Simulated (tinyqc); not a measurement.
Worked calculation: RHF in the 3-21g basis, for H3+, spin multiplicity 1. Computed by tinyqc, a small Python program that keeps every step (integrals from PySCF). Settings: charge = 1, multiplicity = 1, basis = 3-21g, energy threshold = 1e-08, iteration cap = 69, orthogonalisation = symmetric, start = core, DIIS depth = 8, method = RHF. Command: `OMP_NUM_THREADS=1 python tinyqc.py 21392 21393 out.jsonl` (the two numbers bound the seeds that draw the settings). One thread of a shared host (Intel(R) Xeon(R) Processor @ 2.60GHz), about 0.05 s of CPU time with the checks. Later iterations appear only in the table of the cycle.

## One-electron integrals

Geometry (angstrom):

| atom | x | y | z |
|---|---|---|---|
| H | 0.00000 | 0.00000 | 0.00000 |
| H | 0.00000 | 0.00000 | 0.80700 |
| H | 0.00000 | 0.00000 | -0.80700 |

Basis 3-21g: exponents (1/bohr^2) and contraction coefficients of normalised primitives:

| element | l (shell) | exponent | coefficient |
|---|---|---|---|
| H | s (1) | 5.44718 | 0.15628 |
| H | s (1) | 0.82455 | 0.90469 |
| H | s (2) | 0.18319 | 1.00000 |

Overlap, kinetic and nuclear-attraction integrals over the contracted functions; the nuclear repulsion is the sum of Za Zb / Rab.

nuclear repulsion = 1.6393346 hartree

overlap S:
```
         1H 1s    1H 2s    2H 1s    2H 2s    3H 1s    3H 2s
1H 1s  1.00000  0.64590  0.34351  0.45436  0.34351  0.45436
1H 2s  0.64590  1.00000  0.45436  0.80814  0.45436  0.80814
2H 1s  0.34351  0.45436  1.00000  0.64590  0.01788  0.15834
2H 2s  0.45436  0.80814  0.64590  1.00000  0.15834  0.42653
3H 1s  0.34351  0.45436  0.01788  0.15834  1.00000  0.64590
3H 2s  0.45436  0.80814  0.15834  0.42653  0.64590  1.00000
```

kinetic energy T (hartree):
```
         1H 1s    1H 2s     2H 1s    2H 2s     3H 1s    3H 2s
1H 1s  1.54940  0.29315   0.13183  0.15772   0.13183  0.15772
1H 2s  0.29315  0.27479   0.15772  0.19053   0.15772  0.19053
2H 1s  0.13183  0.15772   1.54940  0.29315  -0.03552  0.00448
2H 2s  0.15772  0.19053   0.29315  0.27479   0.00448  0.05063
3H 1s  0.13183  0.15772  -0.03552  0.00448   1.54940  0.29315
3H 2s  0.15772  0.19053   0.00448  0.05063   0.29315  0.27479
```

nuclear attraction V (hartree):
```
          1H 1s     1H 2s     2H 1s     2H 2s     3H 1s     3H 2s
1H 1s  -3.02636  -1.60532  -0.93720  -1.12210  -0.93720  -1.12210
1H 2s  -1.60532  -1.74301  -1.03401  -1.36585  -1.03401  -1.36585
2H 1s  -0.93720  -1.03401  -2.70151  -1.40575  -0.04934  -0.37035
2H 2s  -1.12210  -1.36585  -1.40575  -1.53791  -0.37035  -0.74344
3H 1s  -0.93720  -1.03401  -0.04934  -0.37035  -2.70151  -1.40575
3H 2s  -1.12210  -1.36585  -0.37035  -0.74344  -1.40575  -1.53791
```

core Hamiltonian H = T + V (hartree):
```
          1H 1s     1H 2s     2H 1s     2H 2s     3H 1s     3H 2s
1H 1s  -1.47696  -1.31216  -0.80537  -0.96438  -0.80537  -0.96438
1H 2s  -1.31216  -1.46822  -0.87629  -1.17532  -0.87629  -1.17532
2H 1s  -0.80537  -0.87629  -1.15210  -1.11260  -0.08486  -0.36587
2H 2s  -0.96438  -1.17532  -1.11260  -1.26312  -0.36587  -0.69281
3H 1s  -0.80537  -0.87629  -0.08486  -0.36587  -1.15210  -1.11260
3H 2s  -0.96438  -1.17532  -0.36587  -0.69281  -1.11260  -1.26312
```

## Two-electron integrals

Functions are numbered as in S; the eight-fold symmetry (ij|kl) = (ji|kl) = (kl|ij) leaves the list below.

Two-electron integrals (ij|kl) in chemists' order, unique and non-zero (hartree):
```
(11|11) 1.14014   (21|11) 0.61140   (21|21) 0.34515   (22|11) 0.62637
(22|21) 0.38033   (22|22) 0.48296   (31|11) 0.31675   (31|21) 0.18054
(31|22) 0.20117   (31|31) 0.12329   (32|11) 0.30880   (32|21) 0.18710
(32|22) 0.23326   (32|31) 0.13532   (32|32) 0.17017   (33|11) 0.63111
(33|21) 0.39112   (33|22) 0.50392   (33|31) 0.31675   (33|32) 0.42259
(33|33) 1.14014   (41|11) 0.42259   (41|21) 0.23952   (41|22) 0.26571
(41|31) 0.13532   (41|32) 0.14342   (41|33) 0.30880   (41|41) 0.17017
(42|11) 0.47746   (42|21) 0.29184   (42|22) 0.37687   (42|31) 0.17205
(42|32) 0.21125   (42|33) 0.47746   (42|41) 0.21125   (42|42) 0.31541
(43|11) 0.39112   (43|21) 0.24135   (43|22) 0.31315   (43|31) 0.18054
(43|32) 0.23952   (43|33) 0.61140   (43|41) 0.18710   (43|42) 0.29184
(43|43) 0.34515   (44|11) 0.50392   (44|21) 0.31315   (44|22) 0.42232
(44|31) 0.20117   (44|32) 0.26571   (44|33) 0.62637   (44|41) 0.23326
(44|42) 0.37687   (44|43) 0.38033   (44|44) 0.48296   (51|11) 0.31675
(51|21) 0.18054   (51|22) 0.20117   (51|31) 0.07507   (51|32) 0.07591
(51|33) 0.15059   (51|41) 0.11641   (51|42) 0.13924   (51|43) 0.09653
(51|44) 0.13911   (51|51) 0.12329   (52|11) 0.30880   (52|21) 0.18710
(52|22) 0.23326   (52|31) 0.07591   (52|32) 0.08114   (52|33) 0.16301
(52|41) 0.11945   (52|42) 0.15682   (52|43) 0.10494   (52|44) 0.15661
(52|51) 0.13532   (52|52) 0.17017   (53|11) 0.01916   (53|21) 0.01051
(53|22) 0.01104   (53|31) 0.00548   (53|32) 0.00545   (53|33) 0.01126
(53|41) 0.00728   (53|42) 0.00843   (53|43) 0.00695   (53|44) 0.00894
(53|51) 0.00548   (53|52) 0.00545   (53|53) 0.00033   (54|11) 0.11972
(54|21) 0.07113   (54|22) 0.08533   (54|31) 0.02975   (54|32) 0.03129
(54|33) 0.06278   (54|41) 0.04593   (54|42) 0.05860   (54|43) 0.04027
(54|44) 0.05892   (54|51) 0.04889   (54|52) 0.05831   (54|53) 0.00210
(54|54) 0.02048   (55|11) 0.63111   (55|21) 0.39112   (55|22) 0.50392
(55|31) 0.15059   (55|32) 0.16301   (55|33) 0.32785   (55|41) 0.24438
(55|42) 0.32753   (55|43) 0.21166   (55|44) 0.32233   (55|51) 0.31675
(55|52) 0.42259   (55|53) 0.01126   (55|54) 0.13985   (55|55) 1.14014
(61|11) 0.42259   (61|21) 0.23952   (61|22) 0.26571   (61|31) 0.11641
(61|32) 0.11945   (61|33) 0.24438   (61|41) 0.16248   (61|42) 0.19712
(61|43) 0.15313   (61|44) 0.20646   (61|51) 0.13532   (61|52) 0.14342
(61|53) 0.00728   (61|54) 0.05365   (61|55) 0.30880   (61|61) 0.17017
(62|11) 0.47746   (62|21) 0.29184   (62|22) 0.37687   (62|31) 0.13924
(62|32) 0.15682   (62|33) 0.32753   (62|41) 0.19712   (62|42) 0.27581
(62|43) 0.20725   (62|44) 0.29458   (62|51) 0.17205   (62|52) 0.21125
(62|53) 0.00843   (62|54) 0.07480   (62|55) 0.47746   (62|61) 0.21125
(62|62) 0.31541   (63|11) 0.11972   (63|21) 0.07113   (63|22) 0.08533
(63|31) 0.04889   (63|32) 0.05831   (63|33) 0.13985   (63|41) 0.05365
(63|42) 0.07480   (63|43) 0.08018   (63|44) 0.09071   (63|51) 0.02975
(63|52) 0.03129   (63|53) 0.00210   (63|54) 0.01211   (63|55) 0.06278
(63|61) 0.04593   (63|62) 0.05860   (63|63) 0.02048   (64|11) 0.26716
(64|21) 0.16222   (64|22) 0.20599   (64|31) 0.08581   (64|32) 0.09949
(64|33) 0.21494   (64|41) 0.11333   (64|42) 0.16075   (64|43) 0.13356
(64|44) 0.18013   (64|51) 0.08581   (64|52) 0.09949   (64|53) 0.00471
(64|54) 0.03640   (64|55) 0.21494   (64|61) 0.11333   (64|62) 0.16075
(64|63) 0.03640   (64|64) 0.08786   (65|11) 0.39112   (65|21) 0.24135
(65|22) 0.31315   (65|31) 0.09653   (65|32) 0.10494   (65|33) 0.21166
(65|41) 0.15313   (65|42) 0.20725   (65|43) 0.13651   (65|44) 0.20655
(65|51) 0.18054   (65|52) 0.23952   (65|53) 0.00695   (65|54) 0.08018
(65|55) 0.61140   (65|61) 0.18710   (65|62) 0.29184   (65|63) 0.04027
(65|64) 0.13356   (65|65) 0.34515   (66|11) 0.50392   (66|21) 0.31315
(66|22) 0.42232   (66|31) 0.13911   (66|32) 0.15661   (66|33) 0.32233
(66|41) 0.20646   (66|42) 0.29458   (66|43) 0.20655   (66|44) 0.30660
(66|51) 0.20117   (66|52) 0.26571   (66|53) 0.00894   (66|54) 0.09071
(66|55) 0.62637   (66|61) 0.23326   (66|62) 0.37687   (66|63) 0.05892
(66|64) 0.18013   (66|65) 0.38033   (66|66) 0.48296
```

## Orthogonalisation

S = U s U^T; symmetric (Loewdin) form X = U s^(-1/2) U^T, so that X^T S X = 1.

eigenvalues of S: 0.03653  0.24915  0.46430  0.56784  1.30644  3.37573

X:
```
          1H 1s     1H 2s     2H 1s     2H 2s     3H 1s     3H 2s
1H 1s   1.28883  -0.61397  -0.11644   0.11027  -0.11644   0.11027
1H 2s  -0.61397   3.49625  -0.02401  -1.47113  -0.02401  -1.47113
2H 1s  -0.11644  -0.02401   1.26050  -0.45902   0.03945   0.06138
2H 2s   0.11027  -1.47113  -0.45902   2.07169   0.06138   0.41446
3H 1s  -0.11644  -0.02401   0.03945   0.06138   1.26050  -0.45902
3H 2s   0.11027  -1.47113   0.06138   0.41446  -0.45902   2.07169
```

## Starting guess

The start is the orbitals of the core Hamiltonian; D = 2 C_occ C_occ^T.

D at the start:
```
          1H 1s     1H 2s     2H 1s     2H 2s     3H 1s     3H 2s
1H 1s   0.47606   0.42753   0.21307  -0.04179   0.21307  -0.04179
1H 2s   0.42753   0.38395   0.19135  -0.03753   0.19135  -0.03753
2H 1s   0.21307   0.19135   0.09536  -0.01870   0.09536  -0.01870
2H 2s  -0.04179  -0.03753  -0.01870   0.00367  -0.01870   0.00367
3H 1s   0.21307   0.19135   0.09536  -0.01870   0.09536  -0.01870
3H 2s  -0.04179  -0.03753  -0.01870   0.00367  -0.01870   0.00367
```

## Iteration 1: building the Fock matrix

J_ij = sum D_kl (ij|kl), K_ij = sum D_kl (ik|jl); F = H + J - 0.5 K; E = tr D H + tr D J / 2 - 0.25 tr D K + E_nn.

Coulomb J (hartree):
```
         1H 1s    1H 2s    2H 1s    2H 2s    3H 1s    3H 2s
1H 1s  1.76153  1.00216  0.53755  0.69755  0.53755  0.69755
1H 2s  1.00216  1.13084  0.57607  0.87491  0.57607  0.87491
2H 1s  0.53755  0.57607  1.25380  0.75722  0.03034  0.21486
2H 2s  0.69755  0.87491  0.75722  0.95813  0.21486  0.48233
3H 1s  0.53755  0.57607  0.03034  0.21486  1.25380  0.75722
3H 2s  0.69755  0.87491  0.21486  0.48233  0.75722  0.95813
```

exchange K (hartree):
```
         1H 1s    1H 2s    2H 1s    2H 2s    3H 1s    3H 2s
1H 1s  1.52108  1.12960  0.70642  0.84088  0.70642  0.84088
1H 2s  1.12960  0.93232  0.59960  0.70525  0.59960  0.70525
2H 1s  0.70642  0.59960  0.58373  0.53041  0.26568  0.38954
2H 2s  0.84088  0.70525  0.53041  0.57002  0.38954  0.50171
3H 1s  0.70642  0.59960  0.26568  0.38954  0.58373  0.53041
3H 2s  0.84088  0.70525  0.38954  0.50171  0.53041  0.57002
```

Fock matrix F (hartree):
```
          1H 1s     1H 2s     2H 1s     2H 2s     3H 1s     3H 2s
1H 1s  -0.47597  -0.87481  -0.62103  -0.68727  -0.62103  -0.68727
1H 2s  -0.87481  -0.80353  -0.60002  -0.65303  -0.60002  -0.65303
2H 1s  -0.62103  -0.60002  -0.19017  -0.62059  -0.18736  -0.34578
2H 2s  -0.68727  -0.65303  -0.62059  -0.59000  -0.34578  -0.46133
3H 1s  -0.62103  -0.60002  -0.18736  -0.34578  -0.19017  -0.62059
3H 2s  -0.68727  -0.65303  -0.34578  -0.46133  -0.62059  -0.59000
```

total energy of this density = -1.1677333 hartree

## Iteration 1: diagonalisation and new density

Diagonalise F' = X^T F X, C = X C', fill 1 alpha and 1 beta electrons from the bottom; D = 2 C_occ C_occ^T. Each column has its largest component positive (the first on a tie).

F' = X^T F X (hartree):
```
          1         2         3         4         5         6
1   0.29212  -0.72066  -0.42381  -0.08715  -0.42381  -0.08715
2  -0.72066   0.18361  -0.16477  -0.21571  -0.16477  -0.21571
3  -0.42381  -0.16477   0.39007  -0.53940   0.07985  -0.02164
4  -0.08715  -0.21571  -0.53940   0.02783  -0.02164  -0.09203
5  -0.42381  -0.16477   0.07985  -0.02164   0.39007  -0.53940
6  -0.08715  -0.21571  -0.02164  -0.09203  -0.53940   0.02783
```

orbital energies (hartree): MO1 -1.05456, MO2 -0.31140, MO3 0.05533, MO4 0.64697, MO5 0.74148, MO6 1.23371

coefficients C:
```
           MO1       MO2       MO3       MO4       MO5       MO6
1H 1s  0.36340   0.00000   0.23506  -0.66489   0.00000  -1.20834
1H 2s  0.44548   0.00000   2.78359   1.87251   0.00000   2.34033
2H 1s  0.21723   0.26984   0.00807  -0.64077  -0.89894   0.69303
2H 2s  0.02777   0.66491  -1.87377  -0.30230   1.03272  -1.32013
3H 1s  0.21723  -0.26984   0.00807  -0.64077   0.89894   0.69303
3H 2s  0.02777  -0.66491  -1.87377  -0.30230  -1.03272  -1.32013
```

D after iteration 1:
```
         1H 1s    1H 2s    2H 1s    2H 2s    3H 1s    3H 2s
1H 1s  0.26413  0.32378  0.15789  0.02018  0.15789  0.02018
1H 2s  0.32378  0.39690  0.19354  0.02474  0.19354  0.02474
2H 1s  0.15789  0.19354  0.09438  0.01207  0.09438  0.01207
2H 2s  0.02018  0.02474  0.01207  0.00154  0.01207  0.00154
3H 1s  0.15789  0.19354  0.09438  0.01207  0.09438  0.01207
3H 2s  0.02018  0.02474  0.01207  0.00154  0.01207  0.00154
```

## Iteration 2: building the Fock matrix

As before.

Coulomb J (hartree):
```
         1H 1s    1H 2s    2H 1s    2H 2s    3H 1s    3H 2s
1H 1s  1.61592  0.93540  0.50490  0.65228  0.50490  0.65228
1H 2s  0.93540  1.08817  0.55584  0.84555  0.55584  0.84555
2H 1s  0.50490  0.55584  1.22394  0.73798  0.02802  0.20525
2H 2s  0.65228  0.84555  0.73798  0.93617  0.20525  0.46413
3H 1s  0.50490  0.55584  0.02802  0.20525  1.22394  0.73798
3H 2s  0.65228  0.84555  0.20525  0.46413  0.73798  0.93617
```

exchange K (hartree):
```
         1H 1s    1H 2s    2H 1s    2H 2s    3H 1s    3H 2s
1H 1s  1.28230  1.04334  0.65555  0.79095  0.65555  0.79095
1H 2s  1.04334  0.95577  0.61504  0.73821  0.61504  0.73821
2H 1s  0.65555  0.61504  0.60810  0.56160  0.26781  0.40223
2H 2s  0.79095  0.73821  0.56160  0.61501  0.40223  0.53155
3H 1s  0.65555  0.61504  0.26781  0.40223  0.60810  0.56160
3H 2s  0.79095  0.73821  0.40223  0.53155  0.56160  0.61501
```

Fock matrix F (hartree):
```
          1H 1s     1H 2s     2H 1s     2H 2s     3H 1s     3H 2s
1H 1s  -0.50218  -0.89844  -0.62825  -0.70757  -0.62825  -0.70757
1H 2s  -0.89844  -0.85793  -0.62797  -0.69887  -0.62797  -0.69887
2H 1s  -0.62825  -0.62797  -0.23220  -0.65542  -0.19075  -0.36174
2H 2s  -0.70757  -0.69887  -0.65542  -0.63446  -0.36174  -0.49445
3H 1s  -0.62825  -0.62797  -0.19075  -0.36174  -0.23220  -0.65542
3H 2s  -0.70757  -0.69887  -0.36174  -0.49445  -0.65542  -0.63446
```

total energy of this density = -1.2162730 hartree

## Iteration 2: DIIS over 2 matrices

error matrix X^T (FDS - SDF) X:
```
          1         2         3        4         5        6
1   0.00000   0.02573   0.01143  0.02205   0.01143  0.02205
2  -0.02573   0.00000  -0.00491  0.00469  -0.00491  0.00469
3  -0.01143   0.00491   0.00000  0.00629   0.00000  0.00629
4  -0.02205  -0.00469  -0.00629  0.00000  -0.00629  0.00000
5  -0.01143   0.00491   0.00000  0.00629   0.00000  0.00629
6  -0.02205  -0.00469  -0.00629  0.00000  -0.00629  0.00000
```

B (overlaps of the stored error matrices):
```
               1              2
1  2.8165761e-01  3.3436825e-02
2  3.3436825e-02  4.2923686e-03
```

Minimise |sum c_i e_i|^2 with sum c_i = 1: solve [B -1; -1 0][c; lambda] = [0; -1] with B_ij = tr e_i^T e_j, and take F = sum c_i F_i.

DIIS coefficients: -0.13303  1.13303

extrapolated F (hartree):
```
          1H 1s     1H 2s     2H 1s     2H 2s     3H 1s     3H 2s
1H 1s  -0.50567  -0.90158  -0.62921  -0.71028  -0.62921  -0.71028
1H 2s  -0.90158  -0.86517  -0.63169  -0.70497  -0.63169  -0.70497
2H 1s  -0.62921  -0.63169  -0.23780  -0.66006  -0.19120  -0.36386
2H 2s  -0.71028  -0.70497  -0.66006  -0.64037  -0.36386  -0.49886
3H 1s  -0.62921  -0.63169  -0.19120  -0.36386  -0.23780  -0.66006
3H 2s  -0.71028  -0.70497  -0.36386  -0.49886  -0.66006  -0.64037
```

## Iteration 2: diagonalisation and new density

As before.

F' = X^T F X (hartree):
```
          1         2         3         4         5         6
1   0.25819  -0.70609  -0.40946  -0.09409  -0.40946  -0.09409
2  -0.70609   0.14080  -0.17397  -0.23422  -0.17397  -0.23422
3  -0.40946  -0.17397   0.34933  -0.55250   0.08069  -0.02457
4  -0.09409  -0.23422  -0.55250   0.00977  -0.02457  -0.09985
5  -0.40946  -0.17397   0.08069  -0.02457   0.34933  -0.55250
6  -0.09409  -0.23422  -0.02457  -0.09985  -0.55250   0.00977
```

orbital energies (hartree): MO1 -1.10457, MO2 -0.34476, MO3 0.04839, MO4 0.61867, MO5 0.72302, MO6 1.17645

coefficients C:
```
           MO1       MO2       MO3       MO4       MO5       MO6
1H 1s  0.34732   0.00000   0.25630  -0.68849   0.00000  -1.19546
1H 2s  0.43333   0.00000   2.76250   1.88822   0.00000   2.35494
2H 1s  0.21467   0.28434  -0.00415  -0.63193  -0.89446   0.70192
2H 2s  0.04618   0.64813  -1.85289  -0.31218   1.04334  -1.34652
3H 1s  0.21467  -0.28434  -0.00415  -0.63193   0.89446   0.70192
3H 2s  0.04618  -0.64813  -1.85289  -0.31218  -1.04334  -1.34652
```

D after iteration 2:
```
         1H 1s    1H 2s    2H 1s    2H 2s    3H 1s    3H 2s
1H 1s  0.24127  0.30101  0.14912  0.03208  0.14912  0.03208
1H 2s  0.30101  0.37555  0.18605  0.04003  0.18605  0.04003
2H 1s  0.14912  0.18605  0.09217  0.01983  0.09217  0.01983
2H 2s  0.03208  0.04003  0.01983  0.00427  0.01983  0.00427
3H 1s  0.14912  0.18605  0.09217  0.01983  0.09217  0.01983
3H 2s  0.03208  0.04003  0.01983  0.00427  0.01983  0.00427
```

## Iteration 5 (converged): orbitals

converged F (hartree):
```
          1H 1s     1H 2s     2H 1s     2H 2s     3H 1s     3H 2s
1H 1s  -0.50637  -0.90137  -0.62868  -0.71024  -0.62868  -0.71024
1H 2s  -0.90137  -0.86562  -0.63157  -0.70563  -0.63157  -0.70563
2H 1s  -0.62868  -0.63157  -0.23847  -0.66054  -0.19070  -0.36370
2H 2s  -0.71024  -0.70563  -0.66054  -0.64146  -0.36370  -0.49939
3H 1s  -0.62868  -0.63157  -0.19070  -0.36370  -0.23847  -0.66054
3H 2s  -0.71024  -0.70563  -0.36370  -0.49939  -0.66054  -0.64146
```

As before.

F' = X^T F X (hartree):
```
          1         2         3         4         5         6
1   0.25642  -0.70503  -0.40868  -0.09423  -0.40868  -0.09423
2  -0.70503   0.14085  -0.17339  -0.23456  -0.17339  -0.23456
3  -0.40868  -0.17339   0.34850  -0.55279   0.08095  -0.02458
4  -0.09423  -0.23456  -0.55279   0.00862  -0.02458  -0.10028
5  -0.40868  -0.17339   0.08095  -0.02458   0.34850  -0.55279
6  -0.09423  -0.23456  -0.02458  -0.10028  -0.55279   0.00862
```

orbital energies (hartree): MO1 -1.10457, MO2 -0.34590, MO3 0.04759, MO4 0.61745, MO5 0.72235, MO6 1.17457

coefficients C:
```
           MO1       MO2       MO3       MO4       MO5       MO6
1H 1s  0.34746   0.00000   0.25787  -0.68915   0.00000  -1.19471
1H 2s  0.42975   0.00000   2.76044   1.89016   0.00000   2.35646
2H 1s  0.21427   0.28452  -0.00437  -0.63158  -0.89440   0.70236
2H 2s  0.04864   0.64791  -1.85160  -0.31341   1.04347  -1.34792
3H 1s  0.21427  -0.28452  -0.00437  -0.63158   0.89440   0.70236
3H 2s  0.04864  -0.64791  -1.85160  -0.31341  -1.04347  -1.34792
```

D after iteration 5:
```
         1H 1s    1H 2s    2H 1s    2H 2s    3H 1s    3H 2s
1H 1s  0.24145  0.29864  0.14890  0.03380  0.14890  0.03380
1H 2s  0.29864  0.36936  0.18417  0.04181  0.18417  0.04181
2H 1s  0.14890  0.18417  0.09183  0.02085  0.09183  0.02085
2H 2s  0.03380  0.04181  0.02085  0.00473  0.02085  0.00473
3H 1s  0.14890  0.18417  0.09183  0.02085  0.09183  0.02085
3H 2s  0.03380  0.04181  0.02085  0.00473  0.02085  0.00473
```

## Convergence

Stop when the energy changes by less than 1e-08 hartree and every element of the error matrix X^T (F D S - S D F) X is below 3e-05.

Course of the cycle:

| iteration | E (hartree) | change | largest element of the error matrix |
|---|---|---|---|
| 1 | -1.1677333 | - | 2.48e-01 |
| 2 | -1.2162730 | -4.85e-02 | 2.57e-02 |
| 3 | -1.2171271 | -8.54e-04 | 1.14e-03 |
| 4 | -1.2171298 | -2.74e-06 | 5.25e-05 |
| 5 | -1.2171298 | -6.37e-09 | 5.57e-06 |

PySCF RHF in the same basis = -1.2171298 hartree

Converged in 5 iterations.

## Populations, bond orders and dipole

Mulliken: Z minus the diagonal of D S on the atom; Loewdin: the same with S^(1/2) D S^(1/2); Mayer order: 2 sum_s sum (D(s) S)_ij (D(s) S)_ji over the two atoms.

Charges (e):

| atom | Mulliken | Loewdin |
|---|---|---|
| 1H | -0.36455 | -0.06274 |
| 2H | 0.68227 | 0.53137 |
| 3H | 0.68227 | 0.53137 |

Mayer bond orders:

| pair | order |
|---|---|
| 2-1 | 0.43355 |
| 3-1 | 0.43355 |
| 3-2 | 0.10095 |

dipole moment about the origin, x y z (debye): 0.00000  0.00000  0.00000
